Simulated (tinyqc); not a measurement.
Abrupt p-n junction, non-linear Poisson equation by Newton steps: one step of the calculation.

One dimension, p side on the left, n side on the right; net doping C = -Na for x < 0 and +Nd for x > 0. The potential psi is counted from the intrinsic level, and the quasi-Fermi potentials are flat: 0 for holes and -V for electrons, so n = ni exp((psi + V)/Vt) and p = ni exp(-psi/Vt) (Boltzmann statistics, full ionisation, no current).

Problem. Newton step. Solve the tridiagonal system a_(i-1) d_(i-1) + b_i d_i + a_i d_(i+1) = -F_i for nodes 1 to 13, with d = 0 on fixed nodes. Half of the step is added while the largest |d| exceeds 1.5 Vt, the full step after that.

Parameters, values chosen for the exercise: temperature T = 300 K.

Constants: q = 1.602176634e-19 C, kB = 1.380649e-23 J/K, Vt = kB T/q. Results are converted to the units shown.

| interval | coupling a_i (F/cm^2) |
|---|---|
| 0 | 1.8815149e-7 |
| 1 | 2.1951007e-7 |
| 2 | 2.5450443e-7 |
| 3 | 2.9848395e-7 |
| 4 | 3.4773873e-7 |
| 5 | 4.0524937e-7 |
| 6 | 2.8867078e-7 |
| 7 | 2.0459191e-7 |
| 8 | 1.4840118e-7 |
| 9 | 1.0432162e-7 |
| 10 | 7.4726833e-8 |
| 11 | 5.2947153e-8 |
| 12 | 3.7901020e-8 |
| 13 | 2.7086076e-8 |

| node | diagonal b (F/cm^2) | residual F (C/cm^2) |
|---|---|---|
| 1 | -1.6322868e-6 | ~0 |
| 2 | -1.5267212e-6 | ~0 |
| 3 | -1.4561495e-6 | 4.4655832e-10 |
| 4 | -1.3752445e-6 | 1.2035468e-8 |
| 5 | -8.9073854e-7 | 1.3949817e-9 |
| 6 | -7.0391602e-7 | 2.4245560e-9 |
| 7 | -4.9355390e-7 | 7.5282521e-12 |
| 8 | -3.5299584e-7 | 7.1171597e-14 |
| 9 | -2.5272300e-7 | -4.7864721e-15 |
| 10 | -1.7925867e-7 | -5.4344733e-12 |
| 11 | -2.1233434e-7 | -1.2614706e-9 |
| 12 | -6.2296517e-7 | -2.0526990e-9 |
| 13 | -8.0905846e-7 | ~0 |

| node | psi at the start (V) |
|---|---|
| 0 | -0.45610365 |
| 1 | -0.45610365 |
| 2 | -0.45610365 |
| 3 | -0.45610365 |
| 4 | -0.45460756 |
| 5 | -0.41548370 |
| 6 | -0.34496607 |
| 7 | -0.24471027 |
| 8 | -0.11565790 |
| 9 | 0.03845322 |
| 10 | 0.21013319 |
| 11 | 0.35641065 |
| 12 | 0.39517948 |
| 13 | 0.39517948 |
| 14 | 0.39517948 |

Give: Newton step d, before damping; psi after iteration 1.

Solution.

| node | Newton step d, before damping (V) |
|---|---|
| 1 | 0.00007 |
| 2 | 0.00054 |
| 3 | 0.00315 |
| 4 | 0.01340 |
| 5 | 0.01569 |
| 6 | 0.01955 |
| 7 | 0.01724 |
| 8 | 0.01397 |
| 9 | 0.00947 |
| 10 | 0.00305 |
| 11 | -0.00581 |
| 12 | -0.00380 |
| 13 | -0.00018 |

| node | psi after iteration 1 (V) |
|---|---|
| 0 | -0.4561 |
| 1 | -0.4560 |
| 2 | -0.4556 |
| 3 | -0.4530 |
| 4 | -0.4412 |
| 5 | -0.3998 |
| 6 | -0.3254 |
| 7 | -0.2275 |
| 8 | -0.1017 |
| 9 | 0.0479 |
| 10 | 0.2132 |
| 11 | 0.3506 |
| 12 | 0.3914 |
| 13 | 0.3950 |
| 14 | 0.3952 |

Numbers from tinyqc (`OMP_NUM_THREADS=1 python tinyqc.py 2000136 2000137 out.jsonl`; about 0.03 s on one thread of a shared Intel Xeon 2.30GHz).

~0 in a residual or rate marks an entry under 1e-11 of the largest of its column.
